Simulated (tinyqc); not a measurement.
Stark shift: stepped quantum well by finite differences.

Finite differences on points z_i at the centres of cells of width h: H_ii = (c/h^2)(1/m_(i-1/2) + 1/m_(i+1/2)) + V_i, H_(i,i+1) = -(c/h^2)/m_(i+1/2), where m_(i+1/2) is the mean of the masses at the two points (the end values are repeated outwards), psi = 0 on the points beyond both ends, c = hbar^2/2m0. The field adds e F (z - z0) with z0 the middle of the structure; 1 kV/cm = 1e-5 eV/angstrom.

Constants: hbar^2/2m0 = 3.80998211 eV angstrom^2.

Inputs chosen for the exercise (out of a larger set: near those of a strained Si well in SiGe; not measured data):
- layers = ((18, 0.186, 0.944), (12, 0, 0.914), (24, 0.067, 0.9248), (18, 0.186, 0.944)) (each layer: thickness in angstrom, band edge in eV, mass in m0)
- hf = 0.375 angstrom (cell width of the fine grid)
- Fs = (0, 33.3, 66.7, 100, 133, 167, 200) kV/cm (fields)

Fine grid. Perturbation theory: dE1 = e F z_11 - beta (e F)^2 with beta = sum_j z_1j^2/(E_j - E_1) over the 13 next levels at zero field, z from z0.

Levels against field:

| F (kV/cm) | E1 (eV) | E2 (eV) | dE1 (meV) | second order (meV) | <z - z0> (angstrom) | E2 - E1 (meV) |
|---|---|---|---|---|---|---|
| 0 | 0.0572 | 0.1155 | 0.00 | 0.00 | -7.2 | 58.3 |
| 33.3 | 0.0547 | 0.1170 | -2.50 | -2.51 | -7.8 | 62.3 |
| 66.7 | 0.0520 | 0.1184 | -5.20 | -5.23 | -8.3 | 66.4 |
| 100 | 0.0492 | 0.1197 | -8.04 | -8.16 | -8.8 | 70.5 |
| 133 | 0.0462 | 0.1209 | -11.00 | -11.27 | -9.2 | 74.6 |
| 167 | 0.0430 | 0.1218 | -14.17 | -14.68 | -9.5 | 78.8 |
| 200 | 0.0398 | 0.1226 | -17.37 | -18.21 | -9.9 | 82.7 |

z_11 = -7.22 angstrom
beta = 943.9 angstrom^2/eV

What does the comparison show, and why?

The state sits -7.2 angstrom off the middle at zero field, so the shift starts linearly in F. At 200 kV/cm E1 has moved by -17.37 meV, where second order gives -18.21 meV; they differ by 4.8 % there. The electron moves by -2.6 angstrom, against the rise of the potential. From 200 kV/cm on E2 lies above the lowest point of the outer barrier, so it is a resonance or a state of the finite grid, held or pushed up by its ends. E2 - E1 grows with the field; the ends are 58.3 and 82.7 meV.

Program tinyqc; command `OMP_NUM_THREADS=1 python tinyqc.py 1281257 1281258 out.jsonl`; about 0.01 s on one thread of a shared Intel(R) Xeon(R) Processor @ 2.30GHz.
